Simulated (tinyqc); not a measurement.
Worked calculation: G0W0 on RHF in the sto-3g basis, for BeH2, spin multiplicity 1. One step of it, computed by the program tinyqc.

Task: Iteration 7 (converged): orbitals. Diagonalise F' = X^T F X, C = X C', fill 3 alpha and 3 beta electrons from the bottom; D = 2 C_occ C_occ^T. Each column has its largest component positive (the first on a tie).

converged F (hartree), lower triangle:
```
            1Be 1s     1Be 2s   1Be 2px    1Be 2py    1Be 2pz      2H 1s      3H 1s
1Be 1s   -4.514238
1Be 2s   -1.288058  -0.645184
1Be 2px   0.000000   0.000000  0.210298
1Be 2py   0.000000   0.000000  0.000000  -0.263945
1Be 2pz   0.000186  -0.002216  0.000000   0.000000   0.210273
2H 1s    -0.408837  -0.443146  0.000000  -0.342293  -0.002412  -0.342612
3H 1s    -0.408837  -0.443146  0.000000   0.342293  -0.002412  -0.064638  -0.342612
```

X, lower triangle:
```
            1Be 1s     1Be 2s   1Be 2px    1Be 2py    1Be 2pz      2H 1s     3H 1s
1Be 1s    1.028163
1Be 2s   -0.152393   1.299077
1Be 2px   0.000000   0.000000  1.000000
1Be 2py   0.000000   0.000000  0.000000   1.451522
1Be 2pz  -0.000159   0.002584  0.000000   0.000000   1.000025
2H 1s     0.015114  -0.346590  0.000000  -0.505879  -0.003297   1.363642
3H 1s     0.015114  -0.346590  0.000000   0.505879  -0.003297  -0.129836  1.363642
```

Give: F' = X^T F X; orbital energies; coefficients C; D after iteration 7.

Result:

F' = X^T F X (hartree), lower triangle:
```
        1       2      3       4       5       6      7
1  -4.405
2  -0.682  -0.070
3   0.000   0.000  0.210
4   0.000   0.000  0.000   0.307
5   0.000   0.001  0.000   0.000   0.210
6  -0.081  -0.354  0.000  -0.513  -0.003   0.128
7  -0.081  -0.354  0.000   0.513  -0.003  -0.151  0.128
```

orbital energies (hartree): MO1 -4.518, MO2 -0.467, MO3 -0.433, MO4 0.210, MO5 0.210, MO6 0.488, MO7 1.019

coefficients C:
```
            MO1     MO2     MO3     MO4    MO5     MO6     MO7
1Be 1s    0.992  -0.229   0.000   0.004  0.000  -0.211   0.000
1Be 2s    0.032   0.543   0.000  -0.017  0.000   1.286   0.000
1Be 2px   0.000   0.000   0.000   0.000  1.000   0.000   0.000
1Be 2py   0.000   0.000   0.506   0.000  0.000   0.000   1.537
1Be 2pz   0.000   0.002   0.000   1.000  0.000   0.018   0.000
2H 1s    -0.002   0.396   0.400   0.007  0.000  -0.851  -1.101
3H 1s    -0.002   0.396  -0.400   0.007  0.000  -0.851   1.101
```

D after iteration 7, lower triangle:
```
         1Be 1s  1Be 2s  1Be 2px  1Be 2py  1Be 2pz   2H 1s  3H 1s
1Be 1s    2.072
1Be 2s   -0.187   0.592
1Be 2px   0.000   0.000    0.000
1Be 2py   0.000   0.000    0.000    0.512
1Be 2pz  -0.001   0.002    0.000    0.000    0.000
2H 1s    -0.186   0.430    0.000    0.404    0.002   0.633
3H 1s    -0.186   0.430    0.000   -0.404    0.002  -0.006  0.633
```
